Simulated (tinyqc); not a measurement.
Worked calculation: oxide trap near a transistor channel: two-state multiphonon kinetics, telegraph noise and bias instability. Computed by tinyqc, a small Python program that keeps every step. Command: `OMP_NUM_THREADS=1 python tinyqc.py 3007791 3007792 out.jsonl oxidetrap walk`. One thread of a shared host (Intel(R) Xeon(R) Processor @ 2.30GHz), about 0.01 s of CPU time with the checks. Intermediate numbers are printed to about 5 digits and carried at full precision; extremes and crossings named in words are read from the listed rows.

An n-channel device under positive gate bias. The trap is empty (state 1) or holds an electron (state 2); both states are parabolas of equal curvature, and the electron reservoir is taken at the Fermi level of the channel.

Inputs (values chosen for the exercise, with an insulator like SiO2 on silicon):
```
quantity                                value   unit
insulator constant eps_ox                3.97      -
insulator thickness t_ox                  6.3     nm
trap depth x from the interface          0.51     nm
tunnel barrier phi_b                     3.18     eV
tunnelling mass m_ox                     0.41    m_0
trap level above E_F at zero field E_t   0.14     eV
relaxation energy E_R                     2.8     eV
oxide field F                             4.4  MV/cm
attempt rate k_0 at the interface       1e+11    1/s
temperature T                             200      K
channel width W                           290     nm
channel length L                          190     nm
frequency f                                20     Hz
stress time t_s                           200      s
```

Parts treated: one trap.

Constants: hbar^2/(2 m_0) = 3.80998212 eV angstrom^2; k_B = 8.617333262e-05 eV/K; e = 1.602176634e-19 C; eps_0 = 8.8541878128e-12 F/m.

## Tunnelling factor

kappa = sqrt(2 m_ox phi_b)/hbar = sqrt(m_ox phi_b/(hbar^2/2m_0)); attenuation length lambda = 1/(2 kappa); factor exp(-x/lambda) for a rectangular barrier.

kappa = 5.8498 1/nm

attenuation length lambda = 0.085472 nm

tunnelling factor = 0.0025623

## Barriers and time constants

E_21 = E_t - e F x is the energy of state 2 over state 1; barriers E_c = (E_R + E_21)^2/(4 E_R), E_e = E_c - E_21; tau_c = exp(E_c/k_B T)/(k_0 P), tau_e = exp(E_e/k_B T)/(k_0 P), P the tunnelling factor; occupation f_2 = tau_e/(tau_c + tau_e); 1/tau_0 = 1/tau_c + 1/tau_e.

E_21 = -0.0844 eV

capture barrier E_c = 0.65844 eV

emission barrier E_e = 0.74284 eV

capture time tau_c = 1.5248e+08 s

emission time tau_e = 2.0418e+10 s

occupation f_2 = 0.99259

tau_0 = 1.5135e+08 s

The trap is almost always filled at this bias in equilibrium, which takes about tau_0 to reach. Caution: at this temperature nuclear tunnelling through such barriers shortens the times below these classical values.

## Step height and noise

Charge-sheet step dV = e (t_ox - x)/(eps_ox eps_0 W L); Lorentzian spectrum S(f) = 4 dV^2 tau_0^2/((tau_c + tau_e)(1 + (2 pi f tau_0)^2)); corner 1/(2 pi tau_0); variance dV^2 f_2 (1 - f_2) = dV^2 tau_0/(tau_c + tau_e).

threshold step dV = 0.47896 mV

corner frequency = 1.0515e-09 Hz

S(f) = 2.8249e-21 V^2/Hz

root-mean-square noise = 0.041084 mV

f lies above the corner, on the 1/f^2 tail. Random dopants and current percolation, left out here, spread real steps around this value.

## Stress and recovery of one trap

From the zero-field occupation f(0), f(t) = f_2 + (f(0) - f_2) exp(-t/tau_0) under the field; after t_s the field is removed and f relaxes with the zero-field constants.

occupation at zero field = 2.9650e-04

tau_0 at zero field = 3.2407e+07 s

occupation after stress = 2.9781e-04

half-time of recovery = 2.2463e+07 s

## Bias dependence of the times

The formulas are those given above.

Against field:
```
F (MV/cm)  E_21 (eV)   tau_c (s)   tau_e (s)         f_2
0.00         0.14000  1.0930e+11  3.2416e+07  2.9650e-04
1.32         0.07268  1.4395e+10  2.1220e+08  1.4527e-02
2.64         0.00536  1.9869e+09  1.4559e+09  4.2287e-01
3.52        -0.03952  5.4472e+08  5.3955e+09  9.0830e-01
4.40        -0.08440  1.5248e+08  2.0418e+10  9.9259e-01
5.28        -0.12928  4.3585e+07  7.8895e+10  9.9945e-01
6.60        -0.19660  6.9263e+06  6.2316e+11  9.9999e-01
```

ln(tau_c/tau_e) falls by e x/k_B T = 2.959 per MV/cm, which measures the depth x if the change of surface potential with bias is left aside. Over these rows tau_c shortens by 4.20 decades and tau_e lengthens by 4.28; the two share the shift almost equally, as the first and last E_21 average to little against E_R. The times cross at F = E_t/(e x) = 2.75 MV/cm.

Checks made by the program: detailed balance tau_c/tau_e = exp(E_21/k_B T) (relative difference below 1e-10); the integral of S(f) against the variance (relative difference below 1e-10).
